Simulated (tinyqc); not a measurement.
## Projection against the Weibull slope

Defects are spread at random, so -ln(1 - F) is proportional to the area: t63(A2) = t63 (A1/A2)^(1/beta), and the time to the share Fp is t63(A2) (-ln(1 - Fp))^(1/beta).

Values chosen for this exercise:
- A1 = 7.9 um^2 (area of a test capacitor)
- A2 = 8.4e5 um^2 (gate area of the product)
- Fp = 1e-5 (allowed share of failed products)
- t63 = 1300 s (characteristic time of a test capacitor)

Projection against the Weibull slope:

| beta | t63 of the product (s) | time to Fp (s) | decades lost to area | decades lost to the percentile |
|---|---|---|---|---|
| 0.6 | 5.4474e-6 | 2.5285e-14 | 8.3778 | 8.3333 |
| 0.9 | 0.0033789 | 9.4020e-9 | 5.5852 | 5.5556 |
| 1.2 | 0.084152 | 5.7333e-6 | 4.1889 | 4.1667 |
| 1.5 | 0.57922 | 2.6885e-4 | 3.3511 | 3.3333 |
| 1.8 | 2.0958 | 0.0034961 | 2.7926 | 2.7778 |
| 2.1 | 5.2517 | 0.021845 | 2.3936 | 2.3810 |
| 2.4 | 10.459 | 0.086332 | 2.0944 | 2.0833 |
| 2.7 | 17.874 | 0.25140 | 1.8617 | 1.8519 |
| 3 | 27.441 | 0.59119 | 1.6756 | 1.6667 |

Read the table: what changes, and by how much?

Both losses go as 1/beta: together 16.7 decades at beta = 0.6 and 3.34 at 3. For small Fp only the ratio Fp/A2 counts, so ten times the area costs as much as a tenth of Fp.

tinyqc, about 0.01 s, one thread, Intel Xeon 2.30GHz (shared host): `OMP_NUM_THREADS=1 python tinyqc.py 2070035 2070036 out.jsonl`
